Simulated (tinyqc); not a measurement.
## Vertical double-diffused power MOSFET, components of the on-resistance: On-resistance against the channel mobility

Stripe cells of pitch Wp + a, two channels a cell. Current flows through the channels, spreads in the accumulation layer, passes the gap between the p bodies and spreads at 45 degrees into the drift layer below them. Low drain voltage, full ionisation.

Triangular field at breakdown with Ec = Kc N^(1/8): BV = eps0 eps_r Ec^2/(2 q N), so N = (eps0 eps_r Kc^2/(2 q BV))^(4/3); W = 2 BV/Ec; mu = mud (T/300 K)^(-bt); rho = 1/(q mu N); ideal resistance rho W. Pitch p = Wp + a, Cox = 3.9 eps0/tox; zero-bias depletion in the gap w0 = sqrt(2 eps0 eps_r Vbi/(q N Nj)), open gap g = a - 2 w0; R_ch = Lc p/(2 mch Cox Vov); R_acc = 0.6 a p/(4 mac Cox Vov), 0.6 being an empirical factor for current leaving the layer along its length; R_gap = (rho/Nj) xp p/g; spreading depth t = min(W, (p - g)/2); R_drift = (rho p/2) ln((g + 2 t)/g) + rho (W - t); R_on = the sum with Rs.

Values chosen for this exercise; bulk values close to those of 4H silicon carbide: temperature T = 400 K; relative permittivity eps_r = 10; critical-field constant Kc = 22300 V/cm per (cm^-3)^(1/8); rated breakdown voltage of the drift layer BV = 1700 V; drift mobility at 300 K mud = 832 cm^2/(V s); temperature exponent of the drift mobility bt = 2; gate oxide thickness (eps_r 3.9) tox = 36 nm; gate overdrive Vov = 13 V; accumulation-layer mobility mac = 140 cm^2/(V s); channel length Lc = 1.1 um; width of the p body in one cell, channels included Wp = 3.4 um; gap between neighbouring p bodies a = 4.3 um; depth of the p body xp = 1.2 um; doping of the gap over the drift doping Nj = 1; built-in voltage of the body junction Vbi = 2.82 V; substrate and contact resistance Rs = 0.18 mohm cm^2.

Constants: q = 1.602176634e-19 C, eps0 = 8.8541878128e-14 F/cm where lengths are in cm. Results are converted to the units shown.

The same in every row: R_acc (mohm cm^2) = 0.28449; R_gap (mohm cm^2) = 0.54316; R_drift (mohm cm^2) = 3.0228; ideal (mohm cm^2) = 2.7981.

Results:

| mch (cm^2/(V s)) | R_ch (mohm cm^2) | R_on (mohm cm^2) | largest term |
|---|---|---|---|
| 5 | 6.7925 | 10.823 | channel |
| 10 | 3.3962 | 7.4267 | channel |
| 20 | 1.6981 | 5.7286 | drift |
| 40 | 0.84906 | 4.8795 | drift |
| 100 | 0.33962 | 4.3701 | drift |
| 300 | 0.11321 | 4.1437 | drift |
| 500 | 0.067925 | 4.0984 | drift |

Estimate the missing row, mch = 70 cm^2/(V s).

Computed row:

| mch (cm^2/(V s)) | R_ch (mohm cm^2) | R_on (mohm cm^2) | largest term |
|---|---|---|---|
| 70 | 0.48518 | 4.5157 | drift |

With this row back in the table: R_on falls from 10.8 to 4.10 mohm cm^2. The channel term is the largest at mch = 5, the drift term from 20 on. R_on is 3.87 times the ideal drift resistance in the first row and 1.46 times in the last.

Computed by the program tinyqc: `OMP_NUM_THREADS=1 python tinyqc.py 2230060 2230061 out.jsonl`, one thread of a shared Intel Xeon 2.30GHz, about 0.01 s for the whole run.
